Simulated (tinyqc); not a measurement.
# Thickness and doping from the maximum and minimum capacitance

Question. A MOS capacitor has Cmax = Cox = eps0 eox/tox and 1/Cmin = 1/Cox + Wm/(eps0 eps_r), with Wm = sqrt(4 eps0 eps_r Vt ln(N/ni)/(q N)) and N well above ni. Find tox, Wm and N.

Inputs (values chosen for the exercise); band and dielectric values close to those of silicon: temperature T = 300 K; relative permittivity eps_r = 11.5; relative permittivity of the gate insulator (close to aluminium oxide) eox = 9.03.

Constants: q = 1.602176634e-19 C, kB = 1.380649e-23 J/K, Vt = kB T/q, eps0 = 8.8541878128e-14 F/cm where lengths are in cm. Results are converted to the units shown.

Cmax = 0.61502551 uF/cm^2
Cmin = 0.052450605 uF/cm^2
ni = 1.0752614e10 cm^-3

Solution. Cmax gives tox and the series difference Wm. N follows by iterating N = 4 eps0 eps_r Vt ln(N/ni)/(q Wm^2); ln(N/ni)/N falls steadily for N > e ni, so there is one root in that range.

tox = 13.0 nm
Wm = 178 nm
N = 3.10e16 cm^-3

tinyqc, about 0.01 s, one thread, Intel Xeon 2.30GHz (shared host): `OMP_NUM_THREADS=1 python tinyqc.py 2060013 2060014 out.jsonl`
